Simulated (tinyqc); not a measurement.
Long runs: velocity against field: Monte Carlo simulation of one carrier in a uniform electric field. Computed by tinyqc, a small Python program. Command: `OMP_NUM_THREADS=1 python tinyqc.py 3021195 3021196 out.jsonl mcfl walk`. One thread of a shared host (Intel(R) Xeon(R) Processor @ 2.30GHz), about 3 s of CPU time with the checks.

The force e F acts along +z. Flights end at the constant total rate Gamma; the part of Gamma that the real rates do not fill is self-scattering, which leaves k unchanged. One valley, no impurities and no intervalley scattering.

Inputs (values chosen for the exercise, modelled on CdS):

| quantity | value | unit |
|---|---|---|
| effective mass m | 0.201 | m_0 |
| non-parabolicity alpha | 0.32 | 1/eV |
| static permittivity eps_s | 8.7 | - |
| high-frequency permittivity eps_inf | 5.3 | - |
| density rho | 4820 | kg/m^3 |
| sound velocity v_l | 4350 | m/s |
| acoustic deformation potential D_A | 8.4 | eV |
| optical phonon energy hbar w | 37.3 | meV |
| lattice temperature T | 300 | K |
| electric field F | 1.2 | kV/cm |
| energy E_max up to which Gamma must cover the rates | 0.6 | eV |
| seed of the random numbers | 59842 | - |

Crystal: polar. Band: Kane.

Constants: k_B = 1.380649e-23 J/K; e = 1.602176634e-19 C; hbar = 1.054571817e-34 J s; m_0 = 9.1093837015e-31 kg; hbar = 6.582119569e-16 eV s; eps_0 = 8.8541878128e-12 F/m; k_B = 8.617333262e-05 eV/K.

Method:
- Kane band: hbar^2 k^2/(2 m) = E (1 + alpha E), speed v = hbar k/(m (1 + 2 alpha E)), states per spin, volume and energy g(E) = m k (1 + 2 alpha E)/(2 pi^2 hbar^2); overlap factors are set to 1. Masses are multiplied by m_0 and all formulas are in SI units.
- Phonon occupation N_q = 1/(exp(hbar w/(k_B T)) - 1).
- Acoustic deformation potential (elastic, equipartition, absorption and emission together): 1/tau = 2 pi k_B T D_A^2 g(E)/(hbar rho v_l^2).
- Polar optical, unscreened: W = e^2 w (1/eps_inf - 1/eps_s) m (1 + 2 alpha E') ln|(k + k')/(k - k')| / (4 pi eps_0 hbar^2 k), times N_q for absorption (E' = E + hbar w) and N_q + 1 for emission (E' = E - hbar w > 0), with alpha = 0 for a parabolic band; mean cosine of the angle <cos> = (k^2 + k'^2)/(2 k k') - 1/ln|(k + k')/(k - k')|.
- Gamma is 1.05 times the largest total rate on the grid E = (j + 1/2) E_max/400, j = 0..399.
- On the grid E_j = (j + 1/2) hbar w/12 up to 20 k_B T + 2 hbar w, solve (sum of rates) l(E) = v(E) + W_abs <cos> l(E + hbar w) + W_em <cos> l(E - hbar w); mu_0 = e sum g v l exp(-E/k_B T)/(3 k_B T sum g exp(-E/k_B T)).
- Flight: t = -ln(r1)/Gamma; k_z grows by e F t/hbar; E follows from the band; dz = (E_end - E_start)/(e F).
- Choice: with cumulative rates in the order acoustic, absorption, emission, the process is the first whose sum exceeds r2 Gamma; if none, self-scattering.
- Final state: E' = E, E + hbar w or E - hbar w gives k'. Isotropic processes: cos(theta) = 1 - 2 r3 from the z axis, phi = 2 pi r4, k' (sin theta cos phi, sin theta sin phi, cos theta). Polar processes: cos(b) = [1 + xi - (1 + 2 xi)^r3]/xi, xi = 2 k k'/(k - k')^2, b from the old direction n; new direction cos b n + sin b (cos phi e1 + sin phi e2), e1 = (z x n)/|z x n|, e2 = n x e1.
- Each row: 250 carriers from a thermal start, 1600 flights each, the first half discarded, random numbers not printed; the error is the standard error over ten groups; the mean energy is taken at the ends of flights, which sample time evenly. Fields at which more than 0.02 % of the events exceed Gamma are left out.

Gamma = 89.1224 1e12/s

low-field mobility mu_0 = 320.348 cm^2/(V s)

Monte Carlo results:

| F (kV/cm) | drift velocity (1e5 m/s) | error (1e5 m/s) | mu_0 F (1e5 m/s) | mean energy (meV) | real events (%) |
|---|---|---|---|---|---|
| 0.3 | 0.00167 | 0.0090 | 0.00961 | 39.8 | 47.9 |
| 0.6 | 0.00938 | 0.0094 | 0.01922 | 39.7 | 47.9 |
| 1.2 | 0.02930 | 0.0094 | 0.03844 | 39.7 | 47.9 |
| 2.4 | 0.07120 | 0.0095 | 0.07688 | 39.9 | 47.9 |
| 4.8 | 0.13900 | 0.0089 | 0.15377 | 40.2 | 48.0 |

What follows from these numbers?

At the lowest field the drift velocity is 0.17 +/- 0.94 of the ohmic value mu_0 F, at the highest 0.90 +/- 0.06. The mean energy stays at 40 meV against the parabolic-band thermal value 3 k_B T/2 = 39 meV: the curve ends near the ohmic line. Only 48 to 48 % of the events are real; the rest is the price of a constant Gamma.

Extremes, crossings and ranges named in words are read from the listed rows.
